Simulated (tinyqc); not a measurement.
Inter-valley coupling by envelope functions against a chain of atomic planes, step by step. Values are carried at full precision from step to step, so a last printed digit may differ when a step is redone from the rounded ones.

Chain: E(phi) = e0 + 2 v cos(phi) + 2 u cos(2 phi), cos(phi0) = -v/(4u), e0 = 2u + v^2/(4u); plane j = 0, 1, ... has the potential V_j = dE x_j + F (j - 30) a/4 (1 MV/m = 1e-4 V/angstrom). There are 30 barrier planes a side; with y = j - 29.5, x_j = xb (f(y) + f(Nw - y)), f(y) = 1/(1 + exp(y/L)), plus any Ge added in the well. The valley splitting is the spacing of the two lowest levels. Envelope theory: F_j solves a one-valley chain with hopping -b and diagonal 2b + V_j, b = 4u sin^2(phi0), sum F_j^2 = 1; the valleys couple by Dv = sum_j F_j^2 V_j exp(-2 i phi0 j) and split by 2|Dv|.

Constants: hbar^2/2m0 = 3.80998211 eV angstrom^2.

Values chosen for the exercise (near those of the Delta valleys of silicon in a SiGe well; the results hold for these values, not for the real material): a = 5.431 angstrom (lattice constant; planes lie a/4 apart); u = 0.617 eV (second-neighbour hopping); v = 0.506 eV (nearest hopping); Nw = 61 (planes in the well); L = 1.25 planes (interface width); xb = 0.32 (Ge fraction of the barriers); dE = 0.52 eV (offset per unit Ge fraction); F = 0 MV/m (field); js = 54 (plane j of a Ge spike (the well starts at j = 30)); xs = 0.08 (Ge fraction added on that plane).

## Valley phase, mass and the wavelengths that couple the valleys

phi0; b = 4u sin^2(phi0); mass m/m0 = c/(b (a/4)^2), c = hbar^2/2m0. A potential couples the valleys if its phase advances by 2 phi0 a plane, or, since only whole planes count, by 2 pi - 2 phi0: periods pi/phi0 and pi/(pi - phi0) planes.

phi0 = 1.77728 rad
b = 2.36426 eV
mass = 0.8742 m0

periods (planes): pi/phi0 1.7676, pi/(pi - phi0) 2.3027

longer period = 3.1265 angstrom

## The smooth well

Lowest doublet of the chain and the envelope result.

level (meV): chain 5.278, envelope 5.287

splitting (micro-eV): chain 0.0624, envelope 0.0539

planes covered, 1/sum F^4 = 44.53
largest F_j^2 = 0.03002

The levels agree within 0.01 meV. A graded interface has little Fourier weight at 2 phi0, so the splitting is a small remainder of cancelling terms; the envelope value is 0.86 times that of the chain.

## One plane of added Ge, to first order

F_j^2 of the smooth well on that plane = 0.02767

F_j is the envelope on plane j (sum F_j^2 = 1) and Dv the coupling of the two valleys, which split by 2|Dv|. A single plane has Fourier weight at all wavelengths: it adds dE xs F_j^2 to |Dv|, so the splitting is about 2 dE xs F_j^2 if this term rules, and the mean of the doublet rises by dE xs F_j^2.

splitting = 2302 micro-eV
rise of the mean level = 1.151 meV

The chain with the spike gives 1993 micro-eV and a rise of 0.997 meV; the envelope solved with the spike gives 1987. First order is +16 % off: the state draws back from the spike, which the envelope solved anew includes.

## Checks

- Splitting with a weak spike (0.02) on plane j = 50 from the envelope against the chain (micro-eV): 472 against 473.

(tinyqc, `OMP_NUM_THREADS=1 python tinyqc.py 1481606 1481607 out.jsonl`, Intel(R) Xeon(R) Processor @ 2.30GHz, 1 thread, shared host, about 0.07 s.)
